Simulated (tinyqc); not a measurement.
From results back to parameters: band gaps under pressure and temperature from deformation potentials. Three cases, with inputs chosen for the exercise.

Problem. A gap moves by a ln(V/V0) with V/V0 = (1 + Bp P/B0)^(-1/Bp). B0 and the shifts at two pressures are given.

Case 1.

Values chosen (out of a larger set: near those of GaSb, the X and L potentials typical of such crystals; not measured data): P12 = (1.5, 4) GPa (two pressures).

B0 = 55.6667 GPa

shifts at the two pressures (eV): 0.2093791  0.5160892

Case 2.

Values chosen (out of a larger set: near those of AlAs, the X and L potentials typical of such crystals; not measured data): P12 = (1.5, 2) GPa (two pressures).

B0 = 76.5667 GPa

shifts at the two pressures (eV): 0.1515842  0.1992728

Case 3.

Values chosen (out of a larger set: near those of InP, the X and L potentials typical of such crystals; not measured data): P12 = (4, 6) GPa (two pressures).

B0 = 70.3000 GPa

shifts at the two pressures (eV): 0.3410587  0.4877327

Find: ratio of the shifts; Bp; a.

Solution. The ratio of the shifts, ln(1 + Bp P2/B0)/ln(1 + Bp P1/B0), falls steadily from P2/P1 as Bp grows and so fixes Bp; then a = -shift x Bp/ln(1 + Bp P/B0).

Case 1.

ratio of the shifts = 2.4649
Bp = 4.08
a = -8.19 eV

Case 2.

ratio of the shifts = 1.3146
Bp = 4.72
a = -8.09 eV

Case 3.

ratio of the shifts = 1.4301
Bp = 4.17
a = -6.68 eV

Computed by tinyqc, one run a case: `OMP_NUM_THREADS=1 python tinyqc.py N N+1 out.jsonl` with N = 1050397, 1050414, 1050564; one thread of a shared Intel(R) Xeon(R) Processor @ 2.30GHz, about 0.01 s a run at most.
